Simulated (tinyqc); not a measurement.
Superjunction drift layer against a plain one, charge balance: effect of the charge imbalance (Nn - Np)/N.

Alternating n and p pillars of equal width wp, doping N and length Lp. When depleted, the lateral field peaks at Ex = q N wp/(2 eps0 eps_r) at the pillar junctions and a uniform vertical field Ey is added; breakdown is taken where Ex^2 + Ey^2 = Ef^2. Only the n pillars conduct, narrowed by the zero-bias depletion. A first-order model: the field peaks at the pillar ends are left out.

Ec(N) = E16 (N/1e16 cm^-3)^(1/8), mu(N) = mi + (mx - mi)/(1 + (N/Nr)^0.9). Plain drift layer for BV: N solves BV = eps0 eps_r Ec(N)^2/(2 q N), W = 2 BV/Ec, Rsp = W/(q mu N). Ex = a Ef gives N = 2 eps0 eps_r a Ef/(q wp); Ey = Ef sqrt(1 - a^2); Lp = BV/Ey; xd = sqrt(eps0 eps_r Vb/(q N)) on each side; Rsp = 2 Lp/(q mu(N) N (1 - 2 xd/wp)). An imbalance dl leaves the mean net doping |dl| N/2, which tilts the vertical field by s = q |dl| N/(2 eps0 eps_r): BV(dl) = Ey Lp - s Lp^2/2, or Ey^2/(2 s) if the field reaches zero inside the pillar.

Inputs (values chosen for the exercise); values close to those of 4H silicon carbide:
```
symbol,value,unit,meaning
eps_r,9.74,,relative permittivity of the semiconductor
E16,2.4,MV/cm,critical field at a doping of 1e16 cm^-3
mx,918,cm^2/(V s),mobility at low doping
mi,39.3,cm^2/(V s),mobility at high doping
Nr,2e17,cm^-3,reference doping of the mobility
BV,4000,V,wanted breakdown voltage
wp,2,um,width of each pillar
Ef,2.2,MV/cm,critical field inside the pillars
a,0.52,,lateral peak field as a share of Ef
Vb,2.8,V,built-in voltage of the pillar junctions
```

Constants: q = 1.602176634e-19 C, eps0 = 8.8541878128e-14 F/cm where lengths are in cm. Results are converted to the units shown.

The same in every row: N (cm^-3) = 6.158e16; Lp (um) = 21.29; Rsp, pillars (mohm cm^2) = 0.7393; Rsp, plain (mohm cm^2) = 9.588.

Effect of the charge imbalance (Nn - Np)/N:
```
dl (%)	BV(dl) (V)
0	4000
1	3870
2	3741
4	3482
6	3222
9	2834
13	2315
20	1543
```

As dl goes from 0 to 20 %, Rsp of the pillars stays at 0.739 mohm cm^2 and BV with the imbalance falls from 4000 to 1540 V. The loss is linear in |dl| while the field reaches through the pillar; it passes 10 % at |dl| = 3.09 %.

tinyqc, about 0.01 s, one thread, Intel Xeon 2.30GHz (shared host): `OMP_NUM_THREADS=1 python tinyqc.py 2590043 2590044 out.jsonl`
